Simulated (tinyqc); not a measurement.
# n-type polysilicon, carrier trapping at grain boundaries: effects of single changes

One-dimensional grains of size Lg, uniform ionised doping N, monovalent traps Qt at each boundary at a depth Et below (for electrons) or above (for holes) the band edge there, abrupt depletion of width W on each side of a boundary, Boltzmann statistics. xi is the distance from the band edge at the grain centre to the Fermi level. Trapped charge Qt/(1 + exp((xi + VB - Et)/Vt)) = 2 N W, barrier VB = q N W^2/(2 eps0 eps_r).

Parameters, values chosen for the exercise; values of the order met in polycrystalline silicon:
- T = 300 K (temperature)
- eps_r = 11.7 (relative permittivity)
- NB = 2.8e19 cm^-3 (conduction-band density of states at T)
- Lg = 28 nm (grain size)
- Qt = 4e12 cm^-2 (trap density of a grain boundary)
- Et = 0.46 eV (depth of the trap level from the majority band edge at the boundary)
- ms = 0.56 m0 (mass for thermionic emission)
- fe = 0.12 (correction factor of the emission rate)
- mug = 160 cm^2/(V s) (mobility inside the grains)
- N = 1.3e18 cm^-3 (doping)

Constants: q = 1.602176634e-19 C, kB = 1.380649e-23 J/K, m0 = 9.1093837015e-31 kg, Vt = kB T/q, eps0 = 8.8541878128e-14 F/cm where lengths are in cm. Results are converted to the units shown.

Each table varies one quantity; the others keep the values above.

## Effect of the doping

If the trap equation with xi = Vt ln(NB/N) has a root W < Lg/2, the grain is partly depleted; otherwise W = Lg/2 and the trap equation gives xi = Et - VB + Vt ln(Qt/(N Lg) - 1). N* = Qt/Lg. n0 = NB exp(-xi/Vt); mean density n0 (1 - 2 W/Lg) by charge balance in a partly depleted grain, and n0 (sqrt(pi)/2) erf(u)/u with u = sqrt(VB/Vt) in a fully depleted one; v = sqrt(kB T/(2 pi ms m0)); barrier resistivity Vt exp(VB/Vt)/(q fe n0 v Lg); grain resistivity (1 - 2 W/Lg)/(q n0 mug); effective mobility 1/(q mean density total resistivity). Rows with xi above 0.45 V, towards mid-gap, are left out, since the other carrier type is ignored.

Result of one run:
```
N (cm^-3)	N/N*	depleted share 2 W/Lg	VB (V)	xi (V)	mean density (cm^-3)	resistivity (ohm cm)	effective mobility (cm^2/(V s))
4.9e18	3.4300	0.29154	0.063126	0.045059	3.4714e18	0.31900	5.6362
```

What becomes of these results when the doping N is changed from 4.9e18 to 3.5e17 cm^-3, all else the same?

Result of the changed run:
```
N (cm^-3)	N/N*	depleted share 2 W/Lg	VB (V)	xi (V)	mean density (cm^-3)	resistivity (ohm cm)	effective mobility (cm^2/(V s))
3.5e17	0.24500	1.0000	0.053048	0.43605	7.8407e11	7.8533e5	10.136
```

The whole series:
```
N (cm^-3)	N/N*	depleted share 2 W/Lg	VB (V)	xi (V)	mean density (cm^-3)	resistivity (ohm cm)	effective mobility (cm^2/(V s))
3.5e17	0.24500	1.0000	0.053048	0.43605	7.8407e11	7.8533e5	10.136
5.9e17	0.41300	1.0000	0.089424	0.37967	5.5387e12	3.6221e5	3.1111
1e18	0.70000	1.0000	0.15157	0.28653	1.5736e14	1.0922e5	0.36316
1.7e18	1.1900	0.84004	0.18182	0.072426	2.7193e17	89.097	0.25762
2.9e18	2.0300	0.49261	0.10666	0.058619	1.4714e18	2.8589	1.4837
4.9e18	3.4300	0.29154	0.063126	0.045059	3.4714e18	0.31900	5.6362
8.4e18	5.8800	0.17007	0.036824	0.031125	6.9714e18	0.069939	12.801
```

As N goes from 3.5e17 to 8.4e18, VB goes from 0.0530 through a maximum of 0.182 (at N = 1.7e18 among the rows listed) to 0.0368 V, the resistivity falls from 7.85e5 to 0.0699 ohm cm and the effective mobility goes from 10.1 through a minimum of 0.258 (at N = 1.7e18 among the rows listed) to 12.8 cm^2/(V s). The steepest fall of the resistivity among the rows, as N^(-13.4), lies between N = 1e18 and 1.7e18 cm^-3; N* = 1.43e18 cm^-3. While the grain is fully depleted VB grows as N; once the traps are full it falls as 1/N. For N = 2.9e18, 4.9e18, 8.4e18 xi is under 2.5 Vt, where Boltzmann statistics begin to fail. For N = 1.7e18 the grain is near the changeover between partial and full depletion, within a few Debye lengths, where both limits are rough.

## Effect of the trap density of a grain boundary

Same model as above.

N* = Qt/Lg.

Effect of the trap density of a grain boundary:
```
Qt (cm^-2)	N/N*	depleted share 2 W/Lg	VB (V)	xi (V)	mean density (cm^-3)	resistivity (ohm cm)	effective mobility (cm^2/(V s))
2e11	18.20	0.05495	5.948e-4	0.07936	1.229e18	0.1335	38.05
3.4e11	10.71	0.09341	0.001719	0.07936	1.179e18	0.1370	38.65
5.7e11	6.386	0.1566	0.004832	0.07936	1.096e18	0.1492	38.16
9.7e11	3.753	0.2665	0.01399	0.07936	9.536e17	0.1986	32.96
1.6e12	2.275	0.4396	0.03807	0.07936	7.286e17	0.4649	18.43
2.8e12	1.300	0.7692	0.1166	0.07936	3.000e17	9.346	2.226
4.7e12	0.7745	1.000	0.1970	0.2311	1.180e15	7.421e4	0.07128
8e12	0.4550	1.000	0.1970	0.2676	2.868e14	3.053e5	0.07128
```

Read the table: what changes, and by how much?

As Qt goes from 2e11 to 8e12, VB rises from 5.95e-4 to 0.197 V, the resistivity rises from 0.134 to 3.05e5 ohm cm and the effective mobility goes from 38.1 through a maximum of 38.6 (at Qt = 3.4e11 among the rows listed) to 0.0713 cm^2/(V s). For Qt = 2e11, 3.4e11, 5.7e11, 9.7e11 VB is below Vt, where abrupt depletion and thermionic emission are rough. For Qt = 2.8e12 the grain is near the changeover between partial and full depletion, within a few Debye lengths, where both limits are rough.

Numbers from tinyqc (`OMP_NUM_THREADS=1 python tinyqc.py 2830082 2830083 out.jsonl`; about 0.01 s on one thread of a shared Intel Xeon 2.30GHz).
